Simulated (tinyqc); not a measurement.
Decay of LO phonons and the hot-phonon bottleneck in the cooling of electrons: one step, computed by the program tinyqc.

n(E, T) = 1/(exp(E/(k_B T)) - 1) is the Bose occupation. Electrons have a temperature T_e; the LO modes within their reach share one occupation N; the decay products stay at the lattice temperature.

Problem. Spontaneous emission time. Froehlich coupling alpha = (e^2/(4 pi eps_0)) (1/eps_inf - 1/eps_s) k_0/(2 hbar omega), k_0 = sqrt(m* hbar omega/(hbar^2/(2 m_0))); emission time tau_sp = hbar/(2 alpha hbar omega); bottleneck ratio r = (n/N_m) tau/tau_sp.

Inputs (values chosen for the exercise, modelled on gallium arsenide):
```
quantity,value,unit
LO energy hbar omega,36,meV
lattice temperature T,77,K
electron mass m*,0.0638,m_0
eps_inf,11.1,-
static dielectric constant eps_s,13,-
electron density n,1.8e+19,1/cm^3
"density of LO modes that the electrons reach, N_m",1.2e+19,1/cm^3
```

Decay channel: two unequal phonons (Ridley).

phonon lifetime tau = 6.902359 ps

Constants: e^2/(4 pi eps_0) = 14.39964548 eV angstrom; hbar^2/(2 m_0) = 3.80998212 eV angstrom^2; hbar = 6.582119569e-16 eV s.

Give: alpha; emission time tau_sp; bottleneck ratio r.

Solution.

alpha = 0.06466

emission time tau_sp = 141.4 fs

bottleneck ratio r = 73.23

r compares the rate at which electrons exchange quanta with a mode to its decay rate. Exchange outruns decay, so a hot population builds up if the power is high enough.
